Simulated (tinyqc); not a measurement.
What each parameter does: two-dimensional electron gas with Rashba and Dresselhaus coupling.

H = c k^2/m + al (ky sx - kx sy) + b1 (kx sx - ky sy) + gam kx ky (kx sy - ky sx), s the Pauli matrices, x = [100], c = hbar^2/2m0, b1 = gam (pi/L)^2 (hard walls). H = c k^2/m + B.s, so E = c k^2/m -/+ |B| and the lower state has its spin along -B.

Constants: hbar^2/2m0 = 3.80998211 eV angstrom^2.

Values chosen for the exercise (of the size met in GaN; the results hold for these values, not for the real material): m = 0.2057 m0 (mass); al = 0.0072 eV angstrom (Rashba constant); gam = 0 eV angstrom^3 (bulk Dresselhaus constant); L = 241 angstrom (width of the (001) well); n = 6.7 1e11/cm^2 (sheet density (one subband filled)).

Splittings 2|B| at k0 = sqrt(2 pi n) along [100], [110] and [-110], and E0 = c k0^2/m; 1e11/cm^2 = 1e-5/angstrom^2. Each row changes one parameter from the base and keeps the others.

Results:
```
case                      [100] (meV)  [110] (meV)  [-110] (meV)  E0 (meV)
base                           0.2955       0.2955        0.2955      7.80
m = 0.22627 m0                 0.2955       0.2955        0.2955      7.09
al = 0.00864 eV angstrom       0.3545       0.3545        0.3545      7.80
gam = 3 eV angstrom^3          0.2962       0.2905        0.3004      7.80
L = 261 angstrom               0.2955       0.2955        0.2955      7.80
n = 10.05 1e11/cm^2            0.3619       0.3619        0.3619     11.70
```

The largest shifts from the base row, up to three for each result and ties (the steps differ in size, so this ranks the rows, not the parameters). [100] (meV): n +0.0664, al +0.0591, gam +0.0007; unchanged at the printed digits by m and L. [110] (meV): n +0.0664, al +0.0591, gam -0.0050; unchanged at the printed digits by m and L. [-110] (meV): n +0.0664, al +0.0591, gam +0.0050; unchanged at the printed digits by m and L. E0 (meV): n +3.90, m -0.71; unchanged at the printed digits by al, gam and L.

Computed by tinyqc, a small Python program: `OMP_NUM_THREADS=1 python tinyqc.py 1452152 1452153 out.jsonl` (the numbers bound the seed that draws the inputs); one thread of a shared host (Intel(R) Xeon(R) Processor @ 2.30GHz), about 0.01 s for the whole set of steps.
